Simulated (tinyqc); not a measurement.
Averaged masses of warped heavy- and light-hole bands, step by step. Values are carried at full precision from step to step, so a last printed digit may differ when a step is redone from the rounded ones.

Constants: Ry = 13.60569312 eV; a0 (Bohr radius) = 0.5291772105 angstrom; kB = 8.617333262e-05 eV/K; hbar^2/2m0 = 3.80998211 eV angstrom^2.

Values chosen for the exercise (near those of InAs; not measured data):

| symbol | value | unit | meaning |
|---|---|---|---|
| g1 | 20.02 |  | Luttinger gamma1 |
| g2 | 8.5 |  | gamma2 |
| g3 | 9.21 |  | gamma3 |
| eps | 15.15 |  | dielectric constant |
| mso | 0.085 | m0 | split-off mass |
| Dso | 0.388 | eV | spin-orbit splitting |
| T | 300 | K | temperature |

## Other forms of the parameters

Dresselhaus-Kip-Kittel form E = c [A k^2 -/+ sqrt(B^2 k^4 + C^2 (kx^2 ky^2 + ky^2 kz^2 + kz^2 kx^2))] with A = g1, B = 2 g2, C^2 = 12 (g3^2 - g2^2). Spherical form: mu = (6 g3 + 4 g2)/(5 g1), delta = (g3 - g2)/g1, masses 1/(g1 (1 -/+ mu)). Effective rydberg R* = Ry/(g1 eps^2) and radius a* = a0 g1 eps.

A, B, |C|: 20.020  17.000  12.284

mu, delta: 0.8917  0.0355

spherical masses, heavy and light (m0): 0.4613  0.0264

R* = 2.96 meV
a* = 160.5 angstrom

delta/mu = 0.04 measures the warping against the spherical splitting.

## Masses along six directions

Four-band hole energies E = c k^2 f(u), c = hbar^2/2m0, f = g1 -/+ 2 sqrt(g2^2 + 3 (g3^2 - g2^2) s), s = ux^2 uy^2 + uy^2 uz^2 + uz^2 ux^2 for the unit vector u; minus for heavy, plus for light holes; the mass along u is 1/f.

Give s and both masses.

Masses (m0):

| direction | s | heavy | light |
|---|---|---|---|
| [100] | 0.00000 | 0.3311 | 0.0270 |
| [110] | 0.25000 | 0.5143 | 0.0262 |
| [111] | 0.33333 | 0.6250 | 0.0260 |
| [210] | 0.16000 | 0.4303 | 0.0265 |
| [221] | 0.29630 | 0.5707 | 0.0261 |
| [331] | 0.27424 | 0.5424 | 0.0262 |

The heavy mass grows by a factor of 1.89 from [100] to [111] while the light one shrinks by 4 %; 1/m_heavy + 1/m_light = 2 g1 in every direction.

## Density-of-states masses from three directions

m_d^(3/2) is the angular mean of m(u)^(3/2). The rule mean = (10 F[100] + 16 F[110] + 9 F[111])/35 is exact for cubic harmonics up to sixth order. Total m_d = (m_h^(3/2) + m_l^(3/2))^(2/3).

m^(3/2):

| direction | heavy | light |
|---|---|---|
| [100] | 0.19054 | 0.00444 |
| [110] | 0.36879 | 0.00425 |
| [111] | 0.49411 | 0.00420 |

m_d heavy, light (m0): 0.4967  0.0264

total = 0.5008 m0
share of light holes = 1.2 %

## Averages on a grid

Grid: n x n midpoints in cos(theta) from 0 to 1 and phi from 0 to pi/2, equal weights. m_d = <f^(-3/2)>^(2/3). Conductivity mass for one scattering time: 1/m_c = <|w|^2 f^(-5/2)>/<f^(-3/2)> with w = grad_k(k^2 f)/(2 k), that is |w|^2 = f^2 + |angular gradient of f|^2/4.

Use n = 40.

m_d heavy, light (m0): 0.4796  0.0264

m_c heavy, light (m0): 0.4237  0.0264

The three-direction rule differs from the grid by +3.58 % for heavy holes. Warping makes m_c of the heavy holes 12 % smaller than m_d; on a sphere the two are equal.

## Effective density of states

Nv = 2 (kT/(4 pi c))^(3/2) [m_h^(3/2) + m_l^(3/2) + mso^(3/2) exp(-Dso/kT)], c = hbar^2/2m0, parabolic bands, m_h and m_l the density-of-states masses from the grid; 1 angstrom^-3 = 1e24 cm^-3.

prefactor = 2.5094e+19 cm^-3

the three terms: 0.33210  0.00429  0.00000

Nv = 8.441e+18 cm^-3

shares (%): 98.7  1.3  0.0

kT/Dso = 0.07, small enough for the four-band form.

## Checks

- m_d and m_c of heavy holes for g2 = g3 against 1/(g1 - 2 g3): they agree to 1e-10 or better.
- m_d of heavy holes on grids of 40 and 160: 0.4796 against 0.4795.

Computed by tinyqc, a small Python program: `OMP_NUM_THREADS=1 python tinyqc.py 1080483 1080484 out.jsonl` (the numbers bound the seed that draws the inputs); one thread of a shared host (Intel(R) Xeon(R) Processor @ 2.30GHz), about 0.02 s for the whole set of steps.
